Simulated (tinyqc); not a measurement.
Free and trapped electrons in a MOS channel with a dense trap tail: one step of the calculation.

p-type body, charge-sheet picture, full ionisation (an idealisation for deep acceptors), Boltzmann statistics for free electrons. e = Ec - EF at the surface. Acceptor-like traps of density D(E) = D0 + De exp(-E/Ew) at depth E below Ec, from 0 to Eu, hold n_t = integral of D(E)/(1 + exp((e - E)/Vt)). psi = Eg - Vt ln(Nv/Na) - e; N_dep = sqrt(2 eps0 eps_r Na (psi - Vt)/q); n_f = sqrt(N_dep^2 + 2 eps0 eps_r Vt Nc exp(-e/Vt)/q) - N_dep; Vg = Vfb + psi + q (N_dep + n_t + n_f)/Cox, Cox = eps0 eox/tox.

Problem. Charges and gate voltage. psi, N_dep, n_f and Vg as defined, with the n_t given; free share n_f/(n_f + n_t); apparent mobility mf n_f/(n_f + n_t); gate voltage spent on traps q n_t/Cox.

Inputs (values chosen for the exercise); band and dielectric values close to those of 4H silicon carbide:
```
symbol,value,unit,meaning
T,300,K,temperature
Eg,3.23,eV,band gap
eps_r,9.53,,relative permittivity
Nc,1.68e19,cm^-3,conduction-band density of states at T
Nv,2.51e19,cm^-3,valence-band density of states at T
eox,3.9,,relative permittivity of the insulator
tox,47,nm,insulator thickness
Na,9.7e15,cm^-3,acceptor density
Vfb,-2.13,V,flat-band voltage without trapped charge
mf,72,cm^2/(V s),mobility of free electrons
e,0.053,eV,Ec - EF at the surface
```

Constants: q = 1.602176634e-19 C, kB = 1.380649e-23 J/K, Vt = kB T/q, eps0 = 8.8541878128e-14 F/cm where lengths are in cm. Results are converted to the units shown.

n_t = 1.0921256e11 cm^-2

Give: psi; N_dep; n_f; Vg; free share; apparent mobility; gate voltage spent on traps.

Solution.

psi = 2.974 V
N_dep = 5.488e11 cm^-2
n_f = 3.946e11 cm^-2
Vg = 3.139 V
free share = 78.32 %
apparent mobility = 56.39 cm^2/(V s)
gate voltage spent on traps = 0.2382 V

Numbers from tinyqc (`OMP_NUM_THREADS=1 python tinyqc.py 2222137 2222138 out.jsonl`; about 0.02 s on one thread of a shared Intel Xeon 2.30GHz).
